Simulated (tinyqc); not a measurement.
Modulation-doped quantum well, Poisson-Schroedinger loop: two steps of the calculation.

A well of width L centred at z = 0 between barriers Vb; effective-mass electrons, parabolic bands. The electrons come from donor sheets outside the mesh, a share fL of Ns on the left and the rest on the right, so the structure is neutral. Energies are counted from the band edge of the well, with U = 0 on the first node in the Hartree part.

Parameters, values chosen for the exercise; material values those of a made-up well:
- T = 20 K (temperature)
- md = 0.0661 m0 (in-plane mass)
- hz = 0.82 nm (mesh step)
- Ns = 7.1e11 cm^-2 (sheet density of electrons)

Constants: q = 1.602176634e-19 C, kB = 1.380649e-23 J/K, hbar = 1.054571817e-34 J s, m0 = 9.1093837015e-31 kg, Vt = kB T/q, hbar^2/(2 m0) = 0.0380998212 eV nm^2. Results are converted to the units shown.

Question 1. Levels and probability densities. Tridiagonal Hamiltonian with psi = 0 one step beyond both ends: H_ii = C (1/m_(i-1/2) + 1/m_(i+1/2))/hz^2 + V0_i + U_i, H_(i,i+1) = -C/(m_(i+1/2) hz^2), C = hbar^2/(2 m0). The lowest 2 level(s) are kept, normalised to hz sum |psi|^2 = 1.

fixed potential V0, node 1 to 20 (eV): [0.22700000, 0.22700000, 0.22700000, 0.22700000, 0.22700000, 0.00000000, 0.00000000, 0.00000000, 0.00000000, 0.00000000, 0.00000000, 0.00000000, 0.00000000, 0.00000000, 0.00000000, 0.22700000, 0.22700000, 0.22700000, 0.22700000, 0.22700000]
self-consistent potential U at the start, node 1 to 20 (eV): [0, 0, 0, 0, 0, 0, 0, 0, 0, 0, 0, 0, 0, 0, 0, 0, 0, 0, 0, 0]
mass on the intervals 1/2, 3/2, ... (mean of both at an interface) (m0): [0.113, 0.113, 0.113, 0.113, 0.113, 0.0927, 0.0724, 0.0724, 0.0724, 0.0724, 0.0724, 0.0724, 0.0724, 0.0724, 0.0724, 0.0927, 0.113, 0.113, 0.113, 0.113, 0.113]

Wanted: levels; |psi|^2 of E1; |psi|^2 of E2.

Answer 1.

levels (eV): E1 0.0350, E2 0.1394
|psi|^2 of E1, node 1 to 20 (1/nm): [0.0001, 0.0004, 0.0016, 0.0057, 0.0194, 0.0555, 0.0901, 0.1234, 0.1496, 0.1639, 0.1639, 0.1496, 0.1234, 0.0901, 0.0555, 0.0194, 0.0057, 0.0016, 0.0004, 0.0001]
|psi|^2 of E2, node 1 to 20 (1/nm): [0.0008, 0.0039, 0.0116, 0.0293, 0.0701, 0.1440, 0.1612, 0.1239, 0.0575, 0.0072, 0.0072, 0.0575, 0.1239, 0.1612, 0.1440, 0.0701, 0.0293, 0.0116, 0.0039, 0.0008]

Question 2. Converged levels, occupations and centroid. Level k holds N_k = D_k Vt ln(1 + exp((EF - E_k)/Vt)) with D = md m0 q/(pi hbar^2) per eV (spin included); EF is fixed by sum N_k = Ns.

Solve for the levels with V0 + U, find EF, n_i = sum_k N_k |psi_k|^2 (in cm^-3); share of each level N_k/Ns; centroid sum n z/sum n.

z, node 1 to 20 (nm): [-7.79, -6.97, -6.15, -5.33, -4.51, -3.69, -2.87, -2.05, -1.23, -0.41, 0.41, 1.23, 2.05, 2.87, 3.69, 4.51, 5.33, 6.15, 6.97, 7.79]
fixed potential V0, node 1 to 20 (eV): [0.22700000, 0.22700000, 0.22700000, 0.22700000, 0.22700000, 0.00000000, 0.00000000, 0.00000000, 0.00000000, 0.00000000, 0.00000000, 0.00000000, 0.00000000, 0.00000000, 0.00000000, 0.22700000, 0.22700000, 0.22700000, 0.22700000, 0.22700000]
converged U, node 1 to 20 (eV): [0.000000000, 0.010127858, 0.020246099, 0.030333051, 0.040327694, 0.050052453, 0.059089265, 0.067111963, 0.073884689, 0.079296662, 0.083363290, 0.086205604, 0.088019298, 0.089040929, 0.089515292, 0.089665957, 0.089707493, 0.089718375, 0.089720849, 0.089721212]
mass on the intervals 1/2, 3/2, ... (mean of both at an interface) (m0): [0.113, 0.113, 0.113, 0.113, 0.113, 0.0927, 0.0724, 0.0724, 0.0724, 0.0724, 0.0724, 0.0724, 0.0724, 0.0724, 0.0724, 0.0927, 0.113, 0.113, 0.113, 0.113, 0.113]

Give: levels; EF; shares; n; centroid.

Answer 2.

levels (eV): E1 0.11086, E2 0.21127
EF = 0.13657 eV
shares (%): E1 100.00, E2 0.00
n, node 1 to 20 (in units of 1e18 cm^-3): [0.0017, 0.0082, 0.0267, 0.0789, 0.2307, 0.5880, 0.8668, 1.0684, 1.1631, 1.1499, 1.0465, 0.8792, 0.6770, 0.4678, 0.2767, 0.0933, 0.0262, 0.0072, 0.0018, 0.0003]
centroid = -0.52713 nm

tinyqc, about 0.1 s, one thread, Intel Xeon 2.30GHz (shared host): `OMP_NUM_THREADS=1 python tinyqc.py 2140060 2140061 out.jsonl`
